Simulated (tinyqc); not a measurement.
Inside a calculation. Method: tight binding, dimerised chain. Computed by tinyqc, a small Python program that keeps every step. Settings: t1 = 2.38, t2 = 2.2, delta = 0, points = 12, cells = 5. Command: `OMP_NUM_THREADS=1 python tinyqc.py 24958 24959 out.jsonl` (the two numbers bound the seeds that draw the settings). One thread of a shared host (Intel(R) Xeon(R) Processor @ 2.60GHz), about 0.01 s of CPU time with the checks.

## Bloch Hamiltonian at k

Parameters chosen for this model:
```
parameter,value,unit
t1,2.380000,"eV, inside the cell"
t2,2.200000,"eV, between cells"
delta,0,"eV, +/- on the two sites"
```

k point k (2 pi / a): 0.3800

H_AA = +delta, H_BB = -delta, H_AB = -t1 - t2 exp(-i k a).

H(k) at k (eV):
```
,A,B
A,0.0000,-0.7763+1.5060i
B,-0.7763-1.5060i,0.0000
```

## Levels at k

Diagonalise the Hermitian matrix.

eigenvalues (eV): -1.6943  1.6943

weights |c|^2 of the basis functions:
```
,band 1,band 2
A,0.5000,0.5000
B,0.5000,0.5000
```

## Bloch Hamiltonian at X

k point X (2 pi / a): 0.5000

As before.

H(k) at X (eV):
```
,A,B
A,0.0000,-0.1800
B,-0.1800,0.0000
```

## Levels at X

As before.

eigenvalues (eV): -0.1800  0.1800

weights |c|^2 of the basis functions:
```
,band 1,band 2
A,0.5000,0.5000
B,0.5000,0.5000
```

## Bands along a path

The same steps at evenly spaced points between the labelled ones.

Bands along the path (eV):
```
k,band 1,band 2
G,-4.5800,4.5800
G-X 0.25,-4.2319,4.2319
G-X 0.50,-3.2410,3.2410
G-X 0.75,-1.7606,1.7606
X,-0.1800,0.1800
```

With 1 band(s) filled, the highest filled level on these points lies at X and the lowest empty one at X: a gap of 0.3600 eV, direct.

## Berry (Zak) phase of the lower band

On 12 points k_j = j/N: phase = -Im ln of the product of <u_j|u_(j+1)>, closed with u_N = u_0 (the cell-periodic part is taken without the site positions). Single arguments depend on the phases chosen for the u_j; only their sum modulo 2 pi does not.

Overlaps:
```
j,|<u_j|u_j+1>|,argument (rad)
0,0.9921,-0.1256
1,0.9922,-0.1248
2,0.9925,-0.1226
3,0.9932,-0.1166
4,0.9958,-0.0921
5,0.8355,0.5817
6,0.8355,0.5817
7,0.9958,-0.0921
8,0.9932,-0.1166
9,0.9925,-0.1226
10,0.9922,-0.1248
11,0.9921,-0.1256
```

phase / pi, folded into (-1, 1] = 0.0000

## Open chain of 5 cells

H of the open chain (eV):
```
,1,2,3,4,5,6,7,8,9,10
1,0.0000,-2.3800,0.0000,0.0000,0.0000,0.0000,0.0000,0.0000,0.0000,0.0000
2,-2.3800,0.0000,-2.2000,0.0000,0.0000,0.0000,0.0000,0.0000,0.0000,0.0000
3,0.0000,-2.2000,0.0000,-2.3800,0.0000,0.0000,0.0000,0.0000,0.0000,0.0000
4,0.0000,0.0000,-2.3800,0.0000,-2.2000,0.0000,0.0000,0.0000,0.0000,0.0000
5,0.0000,0.0000,0.0000,-2.2000,0.0000,-2.3800,0.0000,0.0000,0.0000,0.0000
6,0.0000,0.0000,0.0000,0.0000,-2.3800,0.0000,-2.2000,0.0000,0.0000,0.0000
7,0.0000,0.0000,0.0000,0.0000,0.0000,-2.2000,0.0000,-2.3800,0.0000,0.0000
8,0.0000,0.0000,0.0000,0.0000,0.0000,0.0000,-2.3800,0.0000,-2.2000,0.0000
9,0.0000,0.0000,0.0000,0.0000,0.0000,0.0000,0.0000,-2.2000,0.0000,-2.3800
10,0.0000,0.0000,0.0000,0.0000,0.0000,0.0000,0.0000,0.0000,-2.3800,0.0000
```

The same hoppings without the wrap-around bond.

levels (eV): -4.3961  -3.8598  -3.0164  -1.9413  -0.7685  0.7685  1.9413  3.0164  3.8598  4.3961

weights of the highest filled level on the sites: 0.1606  0.0167  0.1508  0.0600  0.1119  0.1119  0.0600  0.1508  0.0167  0.1606

The bulk gap runs from -0.1800 to 0.1800 eV; no level of this chain lies inside it.
